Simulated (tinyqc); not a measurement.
Weakening the contact bond: metal-induced gap states at the contact of a metal chain and a two-band chain.

The semiconductor alternates sites A at -Eg/2 and C at +Eg/2 with hopping -t; the gap runs from -Eg/2 to Eg/2. In the gap cosh(q a) = 1 + (Eg^2/4 - E^2)/(2 t^2) and the amplitude changes by -exp(-q a) a period. The metal has site energy 0 and hopping -tm; its end site has g_m = (E - i sqrt(4 tm^2 - E^2))/(2 tm^2). Sites 1, 2, ... count into the semiconductor, with energies e1, e2 alternating. The clean half chain has g1 = 1/(E - e1 - t^2 g2), g2 = 1/(E - e2 - t^2 g1), decaying root. With the contact G11 = 1/(1/g1 - tc^2 g_m), and the density on site j is -Im G_jj/pi = |psi_j/psi_1|^2 (-Im G11/pi), per spin, with psi_2/psi_1 = -t g2, psi_3/psi_2 = -t g1.

Constants: e^2/(4 pi eps0) = 14.39964547 eV angstrom.

Parameters, chosen for this exercise (gap and optical dielectric constant near those of Ge; the chain itself is a model; shifted at random, so the results belong to these values and not to a real crystal):
```
symbol  value  unit      meaning
Eg      0.68   eV        gap
t       2.34   eV        hopping in the semiconductor
tm      3.02   eV        hopping in the metal
end     C                site that touches the metal
a       4      angstrom  period (two sites); one chain for each area a^2
eps     16.5             dielectric constant
E       0.03   eV        energy from mid-gap
```

At the given E, tc is varied, as by a thin spacer. xi = 1/(2q), N = 2 (summed density)/a^2, S = 1/(1 + 4 pi e^2 N xi/eps) with xi and eps kept.

Against tc:
```
tc (eV)  D1 (1/eV)  summed density (1/eV)       S
0.10       0.00020                0.00137  0.9748
0.25       0.00124                0.00853  0.8607
0.50       0.00496                0.03408  0.6075
0.80       0.01261                0.08658  0.3786
1.20       0.02740                0.18818  0.2189
1.80       0.05272                0.36214  0.1271
2.50       0.06839                0.46977  0.1009
3.50       0.05910                0.40592  0.1150
```

How do the results move, and what explains it?

For a weak bond the density goes as tc^2 (ratio 6.25 between 0.25 and 0.1 eV, against 6.25). It is largest at tc = 2.5 eV among these rows and falls beyond, as the first site pairs off with the metal. S is 0.975 at 0.1 eV and has its least value, 0.101, in that row.

(tinyqc, `OMP_NUM_THREADS=1 python tinyqc.py 1450485 1450486 out.jsonl`, Intel(R) Xeon(R) Processor @ 2.30GHz, 1 thread, shared host, about 0.01 s.)
